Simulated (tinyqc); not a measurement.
Resistance of a tapered via with liner, size effect and interface: two fill metals against the diameter.

A round via whose diameter grows from db at the bottom as D(z) = db + 2 z/tan(ang). The fill, of diameter D - 2 tl, starts above the bottom liner (thickness fb tl) and has rho = rho0 (1 + ks lam/(D - 2 tl)); the sidewall liner conducts in parallel with it. The bottom liner and the interface are crossed over the full area pi db^2/4. Spreading in the lines above and below is left out.

Slices between z0 = fb tl and hv, evaluated at their midpoints: conductance per length pi/4 [(D - 2 tl)^2/rho + (D^2 - (D - 2 tl)^2)/rl], slice resistance = slice height over that. 2000 slices. R_fill = sum of the slices; R_bottom = rl fb tl/(pi db^2/4); R_interface = ri/(pi db^2/4). The second fill has rho2, lam2 and tl2 in place of rho0, lam and tl.

Values chosen for this exercise; fill metal close to tungsten: height hv = 39 nm; sidewall angle ang = 86 degrees; bulk resistivity of the fill rho0 = 5.41 uohm cm; mean free path of the fill lam = 15.5 nm; size-effect factor ks = 1; liner on the sidewall tl = 3 nm; liner at the bottom over that on the sidewall fb = 1; resistivity of the liner rl = 290 uohm cm; interface resistivity at the bottom ri = 4.1e-12 ohm cm^2; ballistic conductance per area, about 3/(4 rho0 lam) Sb = 9.1e14 S/m^2; bulk resistivity of the second fill (close to molybdenum) rho2 = 5.41 uohm cm; its mean free path lam2 = 11.1 nm; its liner tl2 = 0 nm.

Result of one run:

| db (nm) | R, first fill (ohm) | R, second fill (ohm) | ratio second/first |
|---|---|---|---|
| 17 | 67.30 | 12.88 | 0.1914 |

What becomes of these results when the diameter at the bottom db is changed from 17 to 49 nm, all else the same?

Result of the changed run:

| db (nm) | R, first fill (ohm) | R, second fill (ohm) | ratio second/first |
|---|---|---|---|
| 49 | 6.398 | 1.441 | 0.2252 |

The whole series:

| db (nm) | R, first fill (ohm) | R, second fill (ohm) | ratio second/first |
|---|---|---|---|
| 8.5 | 497.3 | 53.67 | 0.1079 |
| 12 | 168.0 | 26.46 | 0.1576 |
| 17 | 67.30 | 12.88 | 0.1914 |
| 24 | 29.97 | 6.301 | 0.2102 |
| 35 | 13.07 | 2.885 | 0.2207 |
| 49 | 6.398 | 1.441 | 0.2252 |
| 70 | 3.047 | 0.6929 | 0.2274 |
| 100 | 1.465 | 0.3345 | 0.2283 |

The ratio goes from 0.108 to 0.228. The second fill gives the lower R in every row.

tinyqc, about 0.01 s, one thread, Intel Xeon 2.30GHz (shared host): `OMP_NUM_THREADS=1 python tinyqc.py 2750113 2750114 out.jsonl`
